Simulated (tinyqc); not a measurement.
Time-dependent dielectric breakdown: cell percolation, Weibull statistics, area scaling and voltage extrapolation. From projected life back to local exponent n = -d ln t/d ln V at the stress voltage. Computed by tinyqc, a small Python program. Command: `OMP_NUM_THREADS=1 python tinyqc.py 3022382 3022383 out.jsonl tddb inv`. One thread of a shared host (Intel(R) Xeon(R) Processor @ 2.30GHz), about 0.02 s of CPU time with the checks.

The oxide is divided into columns of area a^2, each holding m = t_ox/a cells (m is taken as continuous). A share lambda(t) = (t/t_1)^alpha of the cells is defective, and a column whose cells are all defective breaks down.

Inputs (values chosen for the exercise, for a model gate oxide):
```
quantity                                             value  unit
oxide thickness t_ox                                   3.7    nm
defect cell size a                                     1.3    nm
exponent alpha of defect growth                        0.9     -
time t_1 at which the occupied share would reach 1   3e+07     s
test area A                                           5000  um^2
product area A_u                                    800000  um^2
stress voltage V                                      5.36     V
use voltage V_u                                        2.2     V
activation energy E_a                                 0.82    eV
stress temperature T                                   125     C
use temperature T_u                                     85     C
allowed failure fraction F                           0.001     -
```

Voltage law used: E.

Constants: k_B = 8.617333262e-05 eV/K.

Method:
- Failure fraction F = 1 - (1 - lambda^m)^N with N = A/a^2 columns, which for small lambda^m is 1 - exp(-(t/t63)^beta) with beta = alpha m and t63 = t_1 N^(-1/beta); critical share lambda(t63) = N^(-1/m). 1 um^2 = 1e6 nm^2.
- All three voltage laws share the slope n at the stress voltage. Factor t(V_u)/t(V): E law exp(n (1 - V_u/V)); 1/E law exp(n (V/V_u - 1)); power law (V/V_u)^n.
- Temperatures in kelvin are T(C) + 273.15.
- Temperature factor exp[(E_a/k_B)(1/T_u - 1/T)]; area factor (A/A_u)^(1/beta); percentile factor (-ln(1 - F))^(1/beta); life = t63 x all four; 1 year = 3.15576e7 s.

Problem. A run gave the result below. Find the local exponent n = -d ln t/d ln V at the stress voltage, known to lie between 17 and 46.

projected life = 467.2599 years

Solution.

Each step takes the trial c = (a f_b - b f_a)/(f_b - f_a), f being the result less the target and a, b, c the logarithms of the listed values; c replaces end b, the old b replaces a if the sign of f changed, and otherwise f_a is halved.

Scan of the range:
```
local exponent n = -d ln t/d ln V at the stress voltage  projected life (years)
17.0                                                                5.76703e-01
20.1                                                                3.58653e+00
23.7                                                                2.99513e+01
28.0                                                                3.77906e+02
33.0                                                                7.20412e+03
39.0                                                                2.47638e+05
46.0                                                                1.53494e+07
```

False position (Illinois rule, in the logarithm of the input) inside the bracket:
```
step    end a    end b    trial  projected life (years)
1     28.0000  33.0000  28.0603                 391.579
2     33.0000  28.0603  28.1109                 403.434
3     33.0000  28.1109  28.1948                 423.903
4     33.0000  28.1948  28.3064                 452.725
5     33.0000  28.3064  28.3802                 472.852
6     28.3064  28.3802  28.3597                 467.166
7     28.3802  28.3597  28.3600                 467.259
8     28.3802  28.3600  28.3600                 467.260
9     28.3600  28.3600  28.3600                 467.260
```

Projected life rises at every point of a 13-point scan of the range (every second point is shown), so one value fits; it is bracketed by 28.0 and 33.0. Answer: local exponent n = -d ln t/d ln V at the stress voltage = 28.36.

Caution: t_1 is an input here; in a real oxide it changes with thickness at fixed voltage.
